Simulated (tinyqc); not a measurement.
Inside a calculation: delta-doped layer in the Thomas-Fermi potential. Values are carried at full precision from step to step, so a last printed digit may differ when a step is redone from the rounded ones.

All donors ionised in the plane z = 0, zero temperature, energies from the Fermi level EF of the Thomas-Fermi model, which lies at the bulk band edge; c = hbar^2/2m0, q = e^2/(4 pi eps0). gv = 1 equivalent valley, m_d = sqrt(m3^3/mz) in the plane. With n = (gv/3 pi^2)(m3 (-V)/c)^(3/2) and V'' = -(4 pi q/eps) n for z > 0, the solution is V = -b/(|z| + z0)^4 with sqrt(b) = 20/K, K = (4 pi q/eps)(gv/3 pi^2)(m3/c)^(3/2), and z0^5 = 4b/(e F0), e F0 = 2 pi q N/eps; 1e13/cm^2 = 1e-3/angstrom^2. Exchange and correlation are left out.

Constants: hbar^2/2m0 = 3.80998211 eV angstrom^2; e^2/(4 pi eps0) = 14.39964547 eV angstrom.

Values chosen for the exercise (near those of a delta-doped layer in GaAs; shifted at random, so the results belong to these values and not to a real crystal): m3 = 0.068 m0 (density-of-states mass of a valley); mz = 0.068 m0 (mass along z); eps = 12.9 (dielectric constant); N = 0.16 x 1e13/cm^2 (donor sheet density).

## The Thomas-Fermi well

Give K, b, e F0, z0 and the depth b/z0^4.

K = 0.0011296 eV^(-1/2) angstrom^-2
b = 3.1347e+08 eV angstrom^4
e F0 = 0.0011222 eV/angstrom
z0 = 256.83 angstrom
depth = 0.0721 eV

Half of the electrons lie within |z| < (2^(1/5) - 1) z0 = 38.2 angstrom. The mean donor spacing in the plane is 79.1 angstrom, against a Bohr radius 0.529177 eps/m3 = 100.4 angstrom: the spacing is not small against it, so the smeared sheet is a crude model.

## Profile

V = -b/(|z| + z0)^4, n and the share of electrons beyond |z|, (z0/(|z| + z0))^5, at z = 0, 0.1, 0.25, 0.5, 1 and 2 times z0; n = (eps/(4 pi q)) 20 b/(|z| + z0)^6, q = e^2/(4 pi eps0), 1/angstrom^3 = 1e24/cm^3.

Profile:

| z (angstrom) | V (eV) | n (1e19/cm^3) | share beyond |
|---|---|---|---|
| 0.0 | -0.0721 | 0.156 | 1.000 |
| 25.7 | -0.0492 | 0.0879 | 0.621 |
| 64.2 | -0.0295 | 0.0408 | 0.328 |
| 128.4 | -0.0142 | 0.0137 | 0.132 |
| 256.8 | -0.0045 | 0.00243 | 0.031 |
| 513.7 | -0.0009 | 0.000214 | 0.004 |

## Subbands

Subbands solve -(c/m_z) psi'' + V psi = E psi on 1280 points of spacing z0/80; up to ten levels for each group, kept if bound with an rms width below 2.5 z0.

List the bound levels with their rms width.

Subbands:

| label | valleys g | m_d (m0) | E (eV) | rms z (angstrom) |
|---|---|---|---|---|
| 0 | 1 | 0.0680 | -0.0396 | 43.5 |
| 1 | 1 | 0.0680 | -0.0121 | 119.0 |
| 2 | 1 | 0.0680 | -0.0042 | 222.8 |
| 3 | 1 | 0.0680 | -0.0009 | 457.2 |

The lowest level lies 45 % of the way up the well, and 1 follows 28 meV higher.

## Filling the subbands

At zero temperature n_i = g m_d (mu - E_i)/(2 pi c) for E_i < mu, c = hbar^2/2m0; find mu from sum n_i = N (1e13/cm^2 = 1e-3/angstrom^2).

mu = -0.0001 eV

n_i in the order of the list (1e13/cm^2): 0.112  0.034  0.012  0.002

4 subbands filled in part, the lowest with 70 % of the electrons. The potential was built for a Fermi level at 0; filling its quantised levels puts mu 0.2 % of the depth below that, which shows how nearly the two pictures agree.

## Estimate from a V-shaped well

Near z = 0 the well is -depth + e F0 |z|, whose levels are a (c (e F0)^2/m_z)^(1/3) with a = 1.018793 (even) and 2.338107 (odd); c = hbar^2/2m0, m_z = mz.

levels 0 and 1 (eV): -0.0300  0.0246

Level 0 comes out 10 meV too high, since screening flattens the true well away from the plane, and level 1 lands above the rim at 0.

## Checks

- Integral of the Thomas-Fermi density against N, 1e13/cm^2: both 0.1600.
- Lowest level on a finer grid (z0/200), eV: both -0.040.

(tinyqc, `OMP_NUM_THREADS=1 python tinyqc.py 1250905 1250906 out.jsonl`, Intel(R) Xeon(R) Processor @ 2.30GHz, 1 thread, shared host, about 0.07 s.)
